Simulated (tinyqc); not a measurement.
Changing the mean composition c0: Cahn-Hilliard equation on a periodic one-dimensional grid. Computed by tinyqc, a small Python program. Command: `OMP_NUM_THREADS=1 python tinyqc.py 3020988 3020989 out.jsonl cahn sweep`. One thread of a shared host (Intel(R) Xeon(R) Processor @ 2.30GHz), about 1 s of CPU time with the checks.

Free energy F = h sum_j [A (c_j^2 - 1)^2/4 + (kappa/2) ((c_(j+1) - c_j)/h)^2]; dc/dt = Lap(mu), mu = A (c^3 - c) - kappa Lap(c), Lap(y)_j = (y_(j+1) - 2 y_j + y_(j-1))/h^2, mobility 1; the grid has n = 12 points.

Inputs (values chosen for the exercise, in reduced units): spacing h = 1.3; well depth A = 1.1; gradient coefficient kappa = 1.6; noise amplitude = 0.1; time step dt = 0.053; end time = 150.

Scheme: explicit Euler.

random numbers: [0.557, -0.781, -0.234, 0.069, 0.056, 0.905, 0.316, 0.659, -0.047, 0.643, 0.883, 0.632]

Method:
- f'' = A (3 c0^2 - 1). Mode m has lambda_m = (4/h^2) sin^2(pi m/n) and the rate w_m = -lambda_m (f'' + kappa lambda_m). In the continuum the fastest wavelength is 2 pi sqrt(2 kappa/|f''|) with the rate f''^2/(4 kappa). Explicit steps near c = +-1, where f'' = 2A, are stable for dt < 2/(16 kappa/h^4 + 8 A/h^2).
- Start: c_j = c0 + amplitude x (z_j - mean of z).
- c(new) = c + dt Lap(mu).
- Run to the end time; break off if |c| exceeds 3 or F has risen by more than 1e-9 in more than 30 steps. Domains = stretches with c > c0.

One run for each value:
```
mean composition c0  fastest wavelength  largest rate  F at the end       f''
-0.36                            13.708       0.07063        2.3977  -0.67232
-0.24                            11.783       0.12937        2.4309  -0.90992
-0.12                            10.956       0.17308        2.4393  -1.05248
0.00                             10.717       0.18906        2.4398  -1.10000
0.12                             10.956       0.17308        2.4381  -1.05248
0.24                             11.783       0.12937        2.4301  -0.90992
0.36                             13.708       0.07063        2.3991  -0.67232
```

Over the rows, fastest wavelength goes from 13.7 through a minimum among these rows, 10.7 at 0, to 13.7; largest rate goes from 0.0706 through a maximum among these rows, 0.189 at 0, to 0.0706; F at the end goes from 2.40 through a maximum among these rows, 2.44 at 0, to 2.40. The spinodal lies at |c0| = 1/sqrt(3) = 0.577, where the wavelength diverges and the rate vanishes. Left out: -0.480, 0.480 (no mode grows enough within the run).

Extremes, crossings and ranges named in words are read from the listed rows.
